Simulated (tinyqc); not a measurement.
Charge neutrality of a doped semiconductor with incomplete ionisation. Inputs raised by 2 %, one at a time. Computed by tinyqc, a small Python program. Command: `OMP_NUM_THREADS=1 python tinyqc.py 3031038 3031039 out.jsonl dopant sens`. One thread of a shared host (Intel(R) Xeon(R) Processor @ 2.30GHz), about 0.05 s of CPU time with the checks.

Energies are counted from the top of the valence band; E_D is measured down from the conduction band and E_A up from the valence band.

Inputs (values chosen for the exercise, modelled on beta-Ga2O3):

| quantity | value | unit |
|---|---|---|
| gap at 0 K E_g0 | 4.89 | eV |
| Varshni alpha | 0.000907 | eV/K |
| Varshni beta | 690 | K |
| electron mass m_e | 0.282 | m_0 |
| valleys M_c | 1 | - |
| hole mass m_h | 3.1 | m_0 |
| donor density N_D | 1.9e+15 | cm^-3 |
| acceptor density N_A | 4.2e+13 | cm^-3 |
| donor depth E_D | 0.0297 | eV |
| acceptor depth E_A | 1.1 | eV |
| donor degeneracy g_D | 2 | - |
| acceptor degeneracy g_A | 4 | - |
| temperature T | 350 | K |
| iteration cap | 60 | - |

Doping: n-type, compensated. Statistics of the bands: Boltzmann. Solver: bisection. Start of Newton steps: intrinsic level E_i.

Constants: m_0 = 9.1093837015e-31 kg; k_B = 1.380649e-23 J/K; h = 6.62607015e-34 J s; k_B = 8.617333262e-05 eV/K.

Method:
- E_g = E_g0 - alpha T^2/(T + beta).
- N_c = 2 M_c (2 pi m_e k_B T/h^2)^(3/2) and N_v = 2 (2 pi m_h k_B T/h^2)^(3/2), masses in units of m_0.
- n_i = sqrt(N_c N_v) exp(-E_g/(2 k_B T)); E_i = E_g/2 + (k_B T/2) ln(N_v/N_c).
- n = N_c exp((E_F - E_g)/k_B T), p = N_v exp(-E_F/k_B T).
- N_D+ = N_D/(1 + g_D exp((E_F - E_g + E_D)/k_B T)).
- N_A- = N_A/(1 + g_A exp((E_A - E_F)/k_B T)).
- Neutrality: p + N_D+ = n + N_A-; the log ratio is ln[(p + N_D+)/(n + N_A-)].
- Bisection of the log ratio between E = -0.3 and E_g + 0.3 eV; stop when |log ratio| < 1e-9.

Runs:

| input moved | from | to | distance of E_F from the majority band edge (eV) | ionised share of the donors | minority density p (cm^-3) | intrinsic density n_i (cm^-3) |
|---|---|---|---|---|---|---|
| base run | - | - | 0.23663 | 0.99791 | 5.8847e-46 | 1.0445e-15 |
| donor density N_D (cm^-3) | 1.9e+15 | 1.938e+15 | 0.23602 | 0.99787 | 5.7670e-46 | 1.0445e-15 |
| acceptor density N_A (cm^-3) | 4.2e+13 | 4.284e+13 | 0.23664 | 0.99791 | 5.8874e-46 | 1.0445e-15 |
| donor depth E_D (eV) | 0.0297 | 0.030294 | 0.23663 | 0.99787 | 5.8850e-46 | 1.0445e-15 |
| acceptor depth E_A (eV) | 1.1 | 1.122 | 0.23663 | 0.99791 | 5.8847e-46 | 1.0445e-15 |
| electron mass m_e (m_0) | 0.282 | 0.28764 | 0.23752 | 0.99797 | 6.0618e-46 | 1.0602e-15 |
| temperature T (K) | 350 | 357 | 0.24227 | 0.99801 | 1.5718e-44 | 5.3986e-15 |
| gap at 0 K E_g0 (eV) | 4.89 | 4.9878 | 0.23663 | 0.99791 | 2.2986e-47 | 2.0644e-16 |

Exponents ln(y'/y) / ln(x'/x):

| input | distance of E_F from the majority band edge | ionised share of the donors | minority density p | intrinsic density n_i |
|---|---|---|---|---|
| donor density N_D | -0.130 | -0.002 | -1.020 | 0.000 |
| acceptor density N_A | 0.003 | 0.000 | 0.023 | 0.000 |
| donor depth E_D | 0.000 | -0.002 | 0.002 | 0.000 |
| acceptor depth E_A | 0.000 | 0.000 | 0.000 | 0.000 |
| electron mass m_e | 0.190 | 0.003 | 1.497 | 0.750 |
| temperature T | 1.190 | 0.005 | 165.889 | 82.947 |
| gap at 0 K E_g0 | 0.000 | 0.000 | -163.748 | -81.874 |

Which inputs matter most for each result?

Among the inputs moved here: distance of E_F from the majority band edge answers most in size to temperature T (exponent +1.190), next to electron mass m_e (+0.190); its exponent is below 0.0005 for donor depth E_D, acceptor depth E_A, gap at 0 K E_g0. Ionised share of the donors answers most in size to temperature T (exponent +0.005); its exponent is below 0.0005 for acceptor density N_A, acceptor depth E_A, gap at 0 K E_g0. Minority density p answers most in size to temperature T (exponent +165.889), and about equally to gap at 0 K E_g0 (-163.748); its exponent is below 0.0005 for acceptor depth E_A. Its exponent -1.020 in donor density N_D: mass action, with a majority density proportional to N_D. intrinsic density n_i answers most in size to temperature T (exponent +82.947), and about equally to gap at 0 K E_g0 (-81.874); its exponent is below 0.0005 for donor density N_D, acceptor density N_A, donor depth E_D, acceptor depth E_A. Its exponent +0.750 in electron mass m_e: n_i goes as (m_e m_h)^(3/4).
